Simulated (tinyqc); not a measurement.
Inside a calculation. Model: MOSFET in saturation, small-signal circuit and noise.

tinyqc, about 0.01 s, one thread, Intel Xeon 2.30GHz (shared host): `OMP_NUM_THREADS=1 python tinyqc.py 2150006 2150007 out.jsonl` Printed values are rounded.

Bias by the inversion coefficient IC = I/Ispec (charge-based model with velocity saturation; weak inversion below 0.1, strong above 10). Common-source circuit: gm, gds, Cgs, Cgd and Cj at the inner nodes, Rg in series with the gate; quasi-static, no source or drain resistance, no gate-body capacitance, no substrate network, no induced gate noise, so fmax is an upper estimate.

Inputs (values chosen for the exercise):
- T = 273 K (temperature)
- L = 65 nm (gate length)
- W = 40 um (total gate width)
- Cox = 1.99 uF/cm^2 (gate capacitance)
- mu = 200 cm^2/(V s) (mobility)
- n = 1.37 (slope factor)
- Ls = 15 nm (velocity-saturation length)
- sg = 0.032 (ratio gds/gm)
- Cov = 0.44 fF/um (overlap and fringe capacitance per side)
- Cj = 0.3 fF/um (drain junction capacitance)
- Rsh = 15 ohm (sheet resistance of the gate)
- Wf = 1 um (finger width)
- Rc = 200 ohm um (gate contact and vertical resistance)
- IC = 0.41 (inversion coefficient)
- gw = 0.13 (short-channel excess of the noise factor)
- Nt = 1.4e17 cm^-3 eV^-1 (oxide trap density)
- lt = 0.1 nm (tunnelling length into the oxide)
- ac = 3000 V s/C (Coulomb scattering coefficient)
- f = 1 GHz (signal frequency)

Constants: q = 1.602176634e-19 C, kB = 1.380649e-23 J/K, Vt = kB T/q. Results are converted to the units shown.

Range of the model: fmax exceeds 4 fT, where channel resistance and substrate losses, left out here, would cap it.

## Current, transconductance and gain

Ispec = 2 n mu Cox (W/L) Vt^2, lc = Ls/L, gms = [sqrt((lc IC + 1)^2 + 4 IC) - 1]/[2 + lc (lc IC + 1)], gm = gms Ispec/(n Vt), gds = sg gm.

Ispec = 371.408 uA
I = 152.277 uA
gms = 0.303955
gm = 3.50272 mS
gds = 0.112087 mS
gm/I = 23.0022 1/V

gm/I is 74.1 % of its weak-inversion limit 1/(n Vt); without velocity saturation (lc = 0) gms would be 0.312.

## Capacitances, gate resistance and cut-off frequencies

qs = [sqrt(1 + 4 IC) - 1]/2, Cgs = Cox W L qs (2 qs + 3)/(3 (qs + 1)^2) + Cov W, Cgd = Cov W, Cd = Cj W, Rg = Rsh (Wf/L)/(12 Nf) + Rc/W with Nf = W/Wf fingers (not rounded) contacted at both ends. fT = gm/(2 pi (Cgs + Cgd)), fmax = fT/(2 sqrt(Rg (gds + 2 pi fT Cgd))).

Cgs = 28.9389 fF
Cgd = 17.6 fF
Cd = 12 fF
Rg = 5.48077 ohm
fT = 11.9787 GHz
fmax = 67.4946 GHz

Overlap and fringe make up 75.6 % of the gate capacitance; fmax is 5.63 times fT.

## Admittance matrix

Inner admittances at w = 2 pi f: y11 = i w (Cgs + Cgd), y12 = -i w Cgd, y21 = gm - i w Cgd, y22 = gds + i w (Cgd + Cd). Invert to Z, add Rg to Z11 and invert back to Y.

inner y (mS):
```
                  1                 2
1  0.00000+0.29241i  0.00000-0.11058i
2  3.50272-0.11058i  0.11209+0.18598i
```

Y with Rg (mS):
```
                  1                  2
1  0.00047+0.29241i  -0.00018-0.11058i
2  3.50253-0.11620i   0.11216+0.18811i
```

## Current gain and unilateral power gain

|h21| = |Y21/Y11|; U = |Y21 - Y12|^2/(4 [Re Y11 Re Y22 - Re Y12 Re Y21]). Extrapolated at 20 dB a decade: f |h21| and f sqrt(U).

|h21| = 11.9846
U = 4555.53
f |h21| = 11.9846 GHz
f sqrt(U) = 67.4946 GHz

f |h21| is 0.050 % above the formula for fT, and f sqrt(U) within 0.01 % of that for fmax.

## Noise at the gate

Channel noise Sid = 4 kB T gam n gm with gam = (1/2 + (2/3) qs)/(1 + qs) + gw lc IC, qs = [sqrt(1 + 4 IC) - 1]/2, lc = Ls/L (the last term an empirical rise with velocity saturation); at the gate, white noise Sw = Sid/gm^2 + 4 kB T Rg. Number fluctuation with correlated mobility: S(f) = K/f, K = q^2 Vt lt Nt/(W L Cox^2) (1 + ac mu Cox I/gm)^2, Vt in eV with Nt per eV. Corner fc = K/Sw. Full shot noise would be 2 q I.

gam = 0.551973
Sid = 3.99346e-23 A^2/Hz
Sid/(2 q I) = 0.818415
sqrt(Sw) = 1.82690 nV/Hz^0.5
K = 9.08574e-12 V^2
fc = 2.72228 MHz

The gate resistance gives 2.5 % of the white noise power.
